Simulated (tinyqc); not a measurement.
# Undoped symmetric double-gate MOSFET, analytic potential model: effect of the temperature

An undoped body of thickness ts between two equal insulators and tied gates; long channel, electrons only, n = ni exp((psi - V)/Vt) with V the quasi-Fermi potential (0 at the source, Vd at the drain), constant mobility, no quantisation. Across the body psi(x) = V - 2 Vt ln[(ts/(2 beta)) sqrt(q ni/(2 eps0 eps_r Vt)) cos(2 beta x/ts)], x from the centre. Q is the electron charge per area of the whole body.

Nc and Nv are given at 300 K and scale as (T/300 K)^1.5; Eg and mu are held fixed. ni = sqrt(Nc Nv) exp(-Eg/(2 Vt)), Eg in volts; r = eps_r tox/(eox ts); V0 = dphi + 2 Vt ln[(2/ts) sqrt(2 eps0 eps_r Vt/(q ni))]. beta (between 0 and pi/2) solves (Vg - V0 - V)/(2 Vt) = ln(beta) - ln(cos beta) + 2 r beta tan(beta). Q = 8 eps0 eps_r Vt beta tan(beta)/ts; I = mu (1/L)(4 eps0 eps_r/ts)(2 Vt)^2 [g(beta_s) - g(beta_d)] per width, g = beta tan(beta) - beta^2/2 + r beta^2 tan^2(beta), with beta_s at V = 0 and beta_d at V = Vd.  I(low) is taken at Vg = 0.67 V, Qs and I(high) at Vg = 1.42 V.

Values chosen for this exercise; material values close to those of gallium arsenide: band gap Eg = 1.45 eV; relative permittivity of the semiconductor eps_r = 13.1; conduction-band density of states at the reference temperature Nc = 4.37e17 cm^-3; valence-band density of states at the reference temperature Nv = 8.86e18 cm^-3; relative permittivity of the gate insulator eox = 22.3; insulator thickness tox = 12 nm; body thickness ts = 25 nm; gate work function less that of the intrinsic body dphi = 0.25 V; channel mobility mu = 220 cm^2/(V s); gate length L = 0.1 um; drain voltage Vd = 1 V.

Constants: q = 1.602176634e-19 C, kB = 1.380649e-23 J/K, Vt = kB T/q, eps0 = 8.8541878128e-14 F/cm where lengths are in cm. Results are converted to the units shown.

Results:

| T (K) | V0 (V) | I(low) (nA/um) | Qs(high) (nC/cm^2) | I(high) (uA/um) |
|---|---|---|---|---|
| 220 | 0.9380 | 0.002127 | 1229 | 600.7 |
| 250 | 0.9316 | 0.02019 | 1220 | 605.1 |
| 280 | 0.9250 | 0.1221 | 1214 | 611.3 |
| 310 | 0.9183 | 0.5353 | 1210 | 619.2 |
| 340 | 0.9115 | 1.846 | 1208 | 628.6 |
| 400 | 0.8975 | 13.20 | 1208 | 651.2 |
| 430 | 0.8903 | 29.29 | 1210 | 664.1 |

Estimate the missing row, T = 370 K.

Computed row:

| T (K) | V0 (V) | I(low) (nA/um) | Qs(high) (nC/cm^2) | I(high) (uA/um) |
|---|---|---|---|---|
| 370 | 0.9045 | 5.304 | 1207 | 639.3 |

With this row back in the table: As T goes from 220 to 430 K, I(low) rises from 0.00213 to 29.3 nA/um and I(high) rises from 601 to 664 uA/um. V0 falls from 0.938 to 0.890 V. In every row the surface density at the source at the higher gate voltage passes 0.3 Nc, where Boltzmann statistics fail. In every row mu V/L at the higher gate voltage, with V the smaller of Vd and Vg - V0, passes 3e6 cm/s, so velocity saturation would lower the current. In every row the mobility is held fixed, though a real one changes with T. In every row L is under three scale lengths of this cross-section, so short-channel effects, left out here, would raise the subthreshold current.

Numbers from tinyqc (`OMP_NUM_THREADS=1 python tinyqc.py 2440138 2440139 out.jsonl`; about 0.03 s on one thread of a shared Intel Xeon 2.30GHz).
